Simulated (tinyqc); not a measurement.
Across the transition: q-state Potts model on a small periodic square lattice: enumeration, Metropolis, heat-bath and Wolff steps. Computed by tinyqc, a small Python program. Command: `OMP_NUM_THREADS=1 python tinyqc.py 3110892 3110893 out.jsonl potts walk`. One thread of a shared host (Intel(R) Xeon(R) Processor @ 2.30GHz), about 0.1 s of CPU time with the checks.

E = -J x (number of nearest-neighbour bonds with equal states); n x n sites with periodic edges have 2 n^2 bonds. Order parameter m = (q f - 1)/(q - 1), f being the largest share of one state. Sites are numbered row by row from 0. Here q = 3 and n = 3.

Inputs (values chosen for the exercise, for a model of domains or grain orientations):
```
quantity,value,unit
number of states q,3,-
edge n,3,-
coupling J,44,meV
temperature T,420,K
```

Constants: k_B = 8.617333262e-05 eV/K.

Method:
- K = J/(k_B T); the infinite square lattice orders at K_c = ln(1 + sqrt(q)); Wolff bond probability p = 1 - exp(-K).
- All q^(n^2) states are counted by their number b of equal bonds; weights g(b) exp(K b), K = J/(k_B T). Per site: u = -J <b>/n^2, c/k_B = K^2 (<b^2> - <b>^2)/n^2.
- m and U = 1 - <m^4>/(3 <m^2>^2) from the same sums; K = K_c T_c/T.

K_c = 1.00505

Exact values for this lattice:
```
T/T_c,share of equal bonds,c (k_B/site),<m>,U
0.50,0.99860,0.0472,0.99891,0.66644
0.70,0.98299,0.3224,0.98544,0.66309
0.85,0.94381,0.7523,0.94766,0.65169
0.95,0.89867,1.0515,0.90083,0.63529
1.00,0.87106,1.1620,0.87111,0.62377
1.10,0.81016,1.2568,0.80346,0.59424
1.25,0.71984,1.1226,0.69909,0.53855
1.50,0.60698,0.6992,0.56355,0.44431
2.00,0.49791,0.2654,0.42963,0.33138
3.00,0.42569,0.0797,0.34387,0.26976
```

What follows from these numbers?

c is largest, 1.26 k_B, at T/T_c = 1.1: on so small a lattice the transition is a broad bump. At T_c the infinite lattice has a share (1 + 1/sqrt(q))/2 = 0.789 of equal bonds, against 0.871 here. <m> stays at 0.34 at 3 T_c, since the largest share among 9 sites always exceeds 1/q on average.

Extremes, crossings and ranges named in words are read from the listed rows.
